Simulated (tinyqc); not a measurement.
Gaussian against the exact two-step profile: two-step dopant diffusion (predeposition and drive-in) with a constant diffusivity. Computed by tinyqc, a small Python program. Command: `OMP_NUM_THREADS=1 python tinyqc.py 3002721 3002722 out.jsonl dopdiff walk`. One thread of a shared host (Intel(R) Xeon(R) Processor @ 2.30GHz), about 0.05 s of CPU time with the checks.

Fick diffusion into a half space x > 0 whose background doping C_B is of the opposite type, so that a junction lies where C = C_B.

Inputs (values chosen for the exercise, modelled on gallium in silicon):
```
quantity                        value    unit
prefactor D0                     0.43  cm^2/s
activation energy E              3.36      eV
surface concentration C_s     1.1e+18  1/cm^3
background doping C_B         3.3e+15  1/cm^3
predeposition temperature T1     1000       C
predeposition time t1              45     min
drive-in temperature T2          1150       C
drive-in time t2                   90     min
```

Furnace ramps of the drive-in: none.

Constants: k_B = 8.617333262e-05 eV/K.

Method:
- D = D0 exp(-E/(k_B T)).
- Temperatures in kelvin are T(C) + 273.15.
- Times in seconds are 60 times the minutes.
- (Dt)2 = D2 t2, t2 in seconds.
- C = C_s erfc(x/(2 sqrt(D1 t1))); dose Q = 2 C_s sqrt(D1 t1/pi); the junction solves erfc(z) = C_B/C_s with x_j = 2 z sqrt(D1 t1).
- With a sealed surface and a thin source, C = Q/sqrt(pi (Dt)2) exp(-x^2/(4 (Dt)2)); x_j = 2 sqrt((Dt)2 ln(C(0)/C_B)); gradient at the junction |dC/dx| = C_B x_j/(2 (Dt)2).
- Exact two-step profile: C = (2 C_s/pi) int_0^alpha exp(-beta (1 + u^2))/(1 + u^2) du with alpha = sqrt(D1 t1/(Dt)2), beta = x^2/(4 (D1 t1 + (Dt)2)).
- The integral takes 48 Gauss-Legendre points; solve C(x) = C_B.
- Gaussian: C = Q/sqrt(pi (Dt)2) exp(-x^2/(4 (Dt)2)).
- Depths are fractions of the Gaussian x_j.

surface concentration C(0) (Gaussian) = 9.85863e+16 1/cm^3

junction depth x_j = 1.99596 um

drive-in budget (Dt)2 = 2.93189e-09 cm^2

product D1 t1 = 5.81079e-11 cm^2

exact junction depth = 2.00717 um

Profiles:
```
x/x_j  x (um)  Gaussian (1/cm^3)  exact (1/cm^3)   ratio
0.0    0.0000         9.8586e+16      9.7943e+16  1.0066
0.2    0.3992         8.6061e+16      8.5650e+16  1.0048
0.4    0.7984         5.7249e+16      5.7278e+16  0.9995
0.6    1.1976         2.9021e+16      2.9294e+16  0.9907
0.8    1.5968         1.1210e+16      1.1457e+16  0.9785
1.0    1.9960         3.3000e+15      3.4270e+15  0.9629
1.2    2.3952         7.4025e+14      7.8398e+14  0.9442
```

With D1 t1/(Dt)2 = 0.020, the Gaussian is 0.66 % high at the surface and 3.7 % low at its own junction; the exact junction lies at 2.007 um, 0.56 % deeper. The dose is the same, but the real source already has a width, which is negligible here.
